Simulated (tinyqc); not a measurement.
# Round nanowire with a gate all round, subbands and threshold shift from confinement, step by step

Computed by the program tinyqc: `OMP_NUM_THREADS=1 python tinyqc.py 2350052 2350053 out.jsonl`, one thread of a shared Intel Xeon 2.30GHz, about 0.2 s for the whole run. Printed values are rounded.

Undoped body with a flat potential across it, hard walls, transport along x. One isotropic valley (g = 1, mx = my = mz = me). Non-parabolicity enters the subband edges through E (1 + al E) = gamma, so E = 2 gamma/(1 + sqrt(1 + 4 al gamma)); motion within a subband is taken as parabolic with the band-edge mass. Energies are counted from the bulk band edge.

Inputs (values chosen for the exercise); masses close to those of GaN:

| symbol | value | unit | meaning |
|---|---|---|---|
| T | 300 | K | temperature |
| me | 0.196 | m0 | mass at the band edge |
| al | 0.19 | 1/eV | non-parabolicity |
| t | 4.8 | nm | diameter |
| dl | 0 | nm | widening of the box by penetration into the insulator |

Constants: q = 1.602176634e-19 C, kB = 1.380649e-23 J/K, hbar = 1.054571817e-34 J s, m0 = 9.1093837015e-31 kg, Vt = kB T/q, hbar^2/(2 m0) = 0.0380998212 eV nm^2. Results are converted to the units shown.

Range of the model: Levels near or above 1 eV lie beyond real barriers and upper valleys; they are listed for the hard-wall model only.

## Lowest subbands

gamma = C (2 z/(t + dl))^2 (1/my + 1/mz)/2, z the zeros of the Bessel functions J_l (2.404826, 3.831706, 5.135622, 5.520078, ...), twofold for l > 0; the mean inverse mass is an approximation for anisotropic valleys, C = hbar^2/(2 m0). List the 5 lowest, labelled by quantum numbers, with degeneracy g and N_k: N_k = g sqrt(2 mx m0 kB T/(pi hbar^2)).

| subband | E_k (eV) | g | N_k (cm^-1) |
|---|---|---|---|
| 0,1 | 0.188424 | 1 | 2.05749e6 |
| 1,1 | 0.455979 | 2 | 4.11499e6 |
| 2,1 | 0.775745 | 2 | 4.11499e6 |
| 0,2 | 0.880899 | 1 | 2.05749e6 |
| 3,1 | 1.13080 | 2 | 4.11499e6 |

## Threshold shift

Each subband has N_k = g sqrt(2 mx m0 kB T/(pi hbar^2)); without degeneracy n = exp(EF/Vt) sum N_k exp(-E_k/Vt). Classical value Nc times pi t^2/4, Nc = sum over valleys of 2 g (m m0 kB T/(2 pi hbar^2))^1.5 with m = (mx my mz)^(1/3). Threshold shift dVT = Vt ln(classical value/sum N_k exp(-E_k/Vt)). Use the subbands listed.

shares, subband 0,1 to 3,1 (%): [99.9936, 0.0064, 0.0000, 0.0000, 0.0000]
sum N_k exp(-E_k/Vt) = 1406.01 cm^-1
Nc = 2.17749e18 cm^-3
classical value = 3.94029e5 cm^-1
dVT = 145.693 mV

With all subbands dVT = 145.7 mV. The lowest edge lies at 188 meV; dVT is smaller than that, since sum N_k exp(-(E_k - E_1)/Vt) exceeds the classical value.
